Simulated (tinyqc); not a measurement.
Worked calculation: tunnelling through a thin dielectric with one trap, as a tight-binding chain. Values are carried at full precision from step to step, so a last printed digit may differ when a step is redone from the rounded ones.

Hopping -t everywhere, t = c/(m a^2), c = hbar^2/2m0; lead sites at 2t (band bottom 0), barrier sites 1 to N at 2t + phi, and site j has U besides. No voltage. Leads give S = -t exp(ika) on sites 1 and N, cos(ka) = 1 - E/(2t). T = (2 t sin(ka))^2 |G_1N|^2, G = (E - H - S)^-1. In the barrier cosh(q a) = 1 + (phi - E)/(2t).

Constants: hbar^2/2m0 = 3.80998211 eV angstrom^2; hbar = 6.58211957e-16 eV s.

Parameters, chosen for this exercise (barrier and mass of the size used for Si3N4 on silicon; shifted at random, so the results belong to these values and not to a real crystal): a = 3 angstrom (site spacing); m = 0.46 m0 (mass, the same in leads and barrier); phi = 2.17 eV (conduction edge of the barrier above that of the leads); U = -2.09 eV (extra energy on the trap site); E = 0.87 eV (electron energy); N = 10 (barrier sites); j = 8 (site of the trap).

## Scales

Form t, ka, q a, and the level of the trap in an endless barrier, Eb = phi + 2t - sqrt(4 t^2 + U^2).

t = 0.9203 eV
ka = 1.01535 rad
q a = 1.12780
Eb = 1.2256 eV

## The matrix E - H - S

Fill it in.

E - H - S (eV):
```
                  1        2        3        4        5        6
1   -2.6553+0.7819i   0.9203   0.0000   0.0000   0.0000   0.0000
2            0.9203  -3.1406   0.9203   0.0000   0.0000   0.0000
3            0.0000   0.9203  -3.1406   0.9203   0.0000   0.0000
4            0.0000   0.0000   0.9203  -3.1406   0.9203   0.0000
5            0.0000   0.0000   0.0000   0.9203  -3.1406   0.9203
6            0.0000   0.0000   0.0000   0.0000   0.9203  -3.1406
7            0.0000   0.0000   0.0000   0.0000   0.0000   0.9203
8            0.0000   0.0000   0.0000   0.0000   0.0000   0.0000
9            0.0000   0.0000   0.0000   0.0000   0.0000   0.0000
10           0.0000   0.0000   0.0000   0.0000   0.0000   0.0000

          7        8        9               10
1    0.0000   0.0000   0.0000           0.0000
2    0.0000   0.0000   0.0000           0.0000
3    0.0000   0.0000   0.0000           0.0000
4    0.0000   0.0000   0.0000           0.0000
5    0.0000   0.0000   0.0000           0.0000
6    0.9203   0.0000   0.0000           0.0000
7   -3.1406   0.9203   0.0000           0.0000
8    0.9203  -1.0506   0.9203           0.0000
9    0.0000   0.9203  -3.1406           0.9203
10   0.0000   0.0000   0.9203  -2.6553+0.7819i
```

## Transmission

Invert the matrix; T = (2 t sin(ka))^2 |G_1N|^2.

first row of G (1/eV): -0.3822-0.1268i  -0.1237-0.04104i  -0.04006-0.01329i  -0.01297-0.004304i  -0.004220-0.001400i  -0.001427-0.0004752i  -0.0006498-0.0002212i  -0.0007904-0.0002797i  -0.0002525-9.806e-05i  -7.132e-05-5.499e-05i

T = 1.984e-08

Without the trap T is 6.35e-10: the trap changes it by a factor 31.2 at this energy.

## The resonance

Resonance: the lowest eigenvalue of H + S(E), iterated until its real part equals E (40 rounds from Eb = phi + 2t - sqrt(4t^2 + U^2), the level in an endless barrier). With v the normalised squared amplitudes of that state, Gamma_L = 2 t sin(ka) v_1, Gamma_R = 2 t sin(ka) v_N; Breit-Wigner T = Gamma_L Gamma_R/((E - Er)^2 + (Gamma_L + Gamma_R)^2/4).

Find Er, the two widths, the peak height 4 Gamma_L Gamma_R/(Gamma_L + Gamma_R)^2 and the escape time hbar/(Gamma_L + Gamma_R).

Er = 1.2305 eV

widths (meV): left 0.001341, right 22.39

peak height = 0.0002395
escape time = 29.4 fs

squared amplitudes: 0.0000  0.0000  0.0000  0.0003  0.0022  0.0155  0.1083  0.7562  0.1044  0.0129

The nearby leads move the level 4.9 meV above its value in an endless barrier. The trap is closer to the right lead, which takes 100.0 % of the escapes.

## Checks

- T at Er from the chain against the Breit-Wigner peak: both 0.000239.
- T without trap against the closed form for a lattice barrier: both 6.352e-10.

Run: tinyqc, `OMP_NUM_THREADS=1 python tinyqc.py 1451843 1451844 out.jsonl`; Intel(R) Xeon(R) Processor @ 2.30GHz, one thread, shared host; about 0.1 s of CPU time with all checks.
